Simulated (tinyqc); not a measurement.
Strain-driven roughening and islands of a mismatched epitaxial film: one step, computed by the program tinyqc.

Film and substrate share isotropic elastic constants; the film is coherent and biaxially strained.

Question. Island nucleation. Shallow faceted island (Tersoff form): E = 4 Gam V^(2/3) tan^(1/3)(theta) - 6 c V tan(theta), Gam = gamma [x/sin(theta) - 1/tan(theta)], x the facet energy over gamma, c = stress^2 (1 - nu)/(2 pi G). The barrier is the maximum of E, at V_c = [4 Gam/(9 c)]^3 / tan^2(theta) (1 GPa nm = 1 J/m^2).

Inputs (values chosen for the exercise, modelled on Si(0.5)Ge(0.5) on Si):

| quantity | value | unit |
|---|---|---|
| shear modulus G | 56 | GPa |
| Poisson ratio nu | 0.26 | - |
| surface energy gamma | 1.15 | J/m^2 |
| contact angle of the shallow shape theta_1 | 13.8 | degrees |
| contact angle of the steep shape theta_2 | 30.6 | degrees |
| facet energy of shape 1 over gamma | 0.9956 | - |
| facet energy of shape 2 over gamma | 1.018 | - |

stress = 3.966616 GPa

Constants: e = 1.602176634e-19 C.

Give: c; Gam of shape 1; critical volume, shape 1; barrier, shape 1; Gam of shape 2; critical volume, shape 2; barrier, shape 2.

Answer.

c = 0.033091 GPa

Gam of shape 1 = 0.11795 J/m^2

critical volume, shape 1 = 65.905 nm^3

barrier, shape 1 = 10.030 eV

Gam of shape 2 = 0.35527 J/m^2

critical volume, shape 2 = 310.64 nm^3

barrier, shape 2 = 113.83 eV

The shallow shape has the lower barrier. Each barrier is a third of the surface term at V_c and scales as Gam^3/c^2, that is as f^(-4).
